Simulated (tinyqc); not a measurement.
# Nanowire ballistic transistor, top-of-the-barrier model: effects of single changes

At the top of the source barrier, states moving towards the drain are filled by the source (Fermi level 0) and states moving back by the drain (Fermi level -q Vd); nothing scatters. U is the shift of the band edge there, set by the capacitances CG, CD and CS (the total) and by the charge. Parabolic one-dimensional subband; the source is grounded.

Values chosen for this exercise; mass and valleys close to those of indium arsenide: temperature T = 200 K; effective mass m = 0.0301 m0; valley degeneracy gv = 1; relative permittivity of the gate insulator eox = 3.9; insulator thickness tox = 3.5 nm; wire diameter d = 5 nm; gate control CG/CS aG = 0.91; drain control CD/CS aD = 0.048; band edge at the barrier top above the source Fermi level at zero bias E0 = 0.26 eV.

Constants: q = 1.602176634e-19 C, kB = 1.380649e-23 J/K, hbar = 1.054571817e-34 J s, h = 6.62607015e-34 J s, m0 = 9.1093837015e-31 kg, Vt = kB T/q, eps0 = 8.8541878128e-14 F/cm where lengths are in cm. Results are converted to the units shown.

Each table varies one quantity; the others keep the values above.

## Output curve

N0 = gv sqrt(2 m kB T/pi)/hbar, CG = 2 pi eps0 eox/ln(1 + 2 tox/d), CS = CG/aG, n0 = n at U = 0 and Vd = 0. eta1 = -(E0 + U)/Vt, eta2 = eta1 - Vd/Vt, n = (N0/2)[F_(-1/2)(eta1) + F_(-1/2)(eta2)], F_(-1/2)(x) = (1/sqrt(pi)) int_0^infinity u^(-1/2)/(1 + exp(u - x)) du. U = UL + q (n - n0)/CS with UL = -(aG Vg + aD Vd), energies in eV. I = gv (2 q^2/h) Vt [ln(1 + exp eta1) - ln(1 + exp eta2)]. CQ = (q/Vt) dn/d(eta1).

In this table Vg = 0.8 V.

Output curve:
```
Vd (V)	eta1	n (cm^-1)	I (uA)	mean velocity I/(q n) (cm/s)	CQ/CS
0.01	16.87	3.020e6	0.7748	1.601e6	0.3128
0.025	17.01	2.992e6	1.937	4.040e6	0.3160
0.05	17.24	2.944e6	3.874	8.213e6	0.3218
0.1	17.73	2.841e6	7.748	1.702e7	0.3364
0.15	18.26	2.728e6	11.62	2.659e7	0.3572
0.2	18.84	2.600e6	15.50	3.720e7	0.3895
0.3	20.26	2.263e6	23.17	6.389e7	0.5546
0.4	22.04	1.826e6	29.07	9.935e7	0.3732
0.6	22.78	1.771e6	30.42	1.072e8	0.1332
0.8	23.27	1.790e6	31.08	1.083e8	0.1317
```

What does the table show?

The current rises from 0.775 to 31.1 uA; n goes from 3.02e6 through a minimum of 1.77e6 (at Vd = 0.6 V among the rows listed) to 1.79e6 cm^-1 and eta1 rises from 16.9 to 23.3. The resistance in the first row is 12.9 kohm, against h/(2 q^2 gv) = 12.9 kohm for one open subband, though nothing scatters in the channel. The current passes 90 % of its last value at Vd = 0.4 V among the rows, where eta2 = -1.2. For Vd = 0.1 to 0.8 V the source Fermi level lies over 0.3 eV above the band edge, where a light band is no longer parabolic.

## Effect of the drain control CD/CS

Same model as above.

CQ = (q/Vt) dn/d(eta1). E0 is held fixed.

In this table Vg = 0.8 V, Vd = 0.8 V.

Results:
```
aD	eta1	n (cm^-1)	I (uA)	mean velocity I/(q n) (cm/s)	CQ/CS
0	21.31	1.713e6	28.45	1.037e8	0.1377
0.012	21.80	1.733e6	29.11	1.049e8	0.1361
0.035	22.74	1.770e6	30.36	1.071e8	0.1333
0.046	23.19	1.787e6	30.97	1.081e8	0.1320
0.058	23.68	1.806e6	31.62	1.093e8	0.1306
0.069	24.13	1.823e6	32.23	1.103e8	0.1293
0.081	24.63	1.842e6	32.89	1.114e8	0.1280
```

Estimate the missing row, aD = 0.023.

Computed row:
```
aD	eta1	n (cm^-1)	I (uA)	mean velocity I/(q n) (cm/s)	CQ/CS
0.023	22.25	1.750e6	29.71	1.059e8	0.1347
```

With this row back in the table: As aD goes from 0 to 0.081, n rises from 1.71e6 to 1.84e6 cm^-1, the mean velocity rises from 1.04e8 to 1.11e8 cm/s and the current rises from 28.5 to 32.9 uA. CQ/CS goes from 0.14 to 0.13. In every row the source Fermi level lies over 0.3 eV above the band edge, where a light band is no longer parabolic.

## Effect of the insulator thickness

Same model as above.

CQ = (q/Vt) dn/d(eta1). E0 is held fixed.

In this table Vg = 0.8 V, Vd = 0.8 V.

Results:
```
tox (nm)	eta1	n (cm^-1)	I (uA)	mean velocity I/(q n) (cm/s)	CQ/CS
0.5	27.99	1.964e6	37.37	1.188e8	0.02500
0.74	27.42	1.944e6	36.61	1.176e8	0.03592
1.6	25.75	1.884e6	34.38	1.139e8	0.07073
2.4	24.56	1.839e6	32.79	1.113e8	0.09854
3.6	23.17	1.786e6	30.94	1.081e8	0.1345
5.4	21.64	1.726e6	28.90	1.045e8	0.1796
8	20.08	1.663e6	26.81	1.007e8	0.2326
```

Estimate the missing row, tox = 1.1 nm.

Computed row:
```
tox (nm)	eta1	n (cm^-1)	I (uA)	mean velocity I/(q n) (cm/s)	CQ/CS
1.1	26.66	1.917e6	35.60	1.159e8	0.05123
```

With this row back in the table: As tox goes from 0.5 to 8 nm, n falls from 1.96e6 to 1.66e6 cm^-1, the mean velocity falls from 1.19e8 to 1.01e8 cm/s and the current falls from 37.4 to 26.8 uA. CQ/CS goes from 0.025 to 0.23. Over the range the current goes as tox^(-0.12) on average. In every row the source Fermi level lies over 0.3 eV above the band edge, where a light band is no longer parabolic. For tox = 0.5 to 0.74 nm the insulator is under 1 nm thick, where gate tunnelling would matter.

Program tinyqc, `OMP_NUM_THREADS=1 python tinyqc.py 2400015 2400016 out.jsonl`; Intel Xeon 2.30GHz, shared host, one thread, about 0.04 s.
